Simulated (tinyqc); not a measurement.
Energy and delay of logic against supply voltage: two steps of the calculation.

One expression serves below and above threshold: I(Vg) = Ik [ln(1 + exp((Vg - VT + dd V)/(al nf Vt)))]^al, with I_on = I(V) and I_off = I(0). Gate delay td = kd C V/I_on, clock period LD td. Per gate and cycle the switching energy is act C V^2 and the leakage energy I_off V LD td. No short-circuit current, no variation. Minima are sought above 0.09 V; below a few Vt gates no longer switch and the model has no meaning.

Values chosen for this exercise; values of the order met in logic technologies: temperature T = 358 K; threshold voltage at zero drain bias VT = 0.36 V; slope factor nf = 1.19; barrier lowering per volt of supply dd = 0.1; specific current of a gate Ik = 2.7 uA; exponent of the current law al = 1.61; load capacitance of a gate C = 1.4 fF; delay factor kd = 0.9; logic depth LD = 60; activity factor act = 0.2; supply voltage V = 1.06 V.

Constants: q = 1.602176634e-19 C, kB = 1.380649e-23 J/K, Vt = kB T/q. Results are converted to the units shown.

Task 1. Currents, delay and energies. I_on, I_off, td, clock frequency 1/(LD td), both energies and their sum.

Wanted: I_on; I_off; td; clock frequency; switching energy; leakage energy; energy.

Result 1.

I_on = 181.2 uA
I_off = 2.641 nA
td = 7.369 ps
clock frequency = 2.262 GHz
switching energy = 314.6 aJ
leakage energy = 1.238 aJ
energy = 315.8 aJ

I_on/I_off = 68600; leakage makes up 0.392 % of the energy.

Task 2. New V. Minimum-energy supply: E(V) is the energy per gate and cycle; with h = 0.001 V, E' = (E(V + h) - E(V - h))/(2 h), E'' = (E(V - h) - 2 E(V) + E(V + h))/h^2, V(new) = V - E'/E''.

V at the start = 0.27 V

Find: E'; E''; V after iteration 1.

Result 2.

E' = 80.260 aJ/V
E'' = 1822.1 aJ/V^2
V after iteration 1 = 0.22595 V

Program tinyqc, `OMP_NUM_THREADS=1 python tinyqc.py 2082001 2082002 out.jsonl`; Intel Xeon 2.30GHz, shared host, one thread, about 0.01 s.
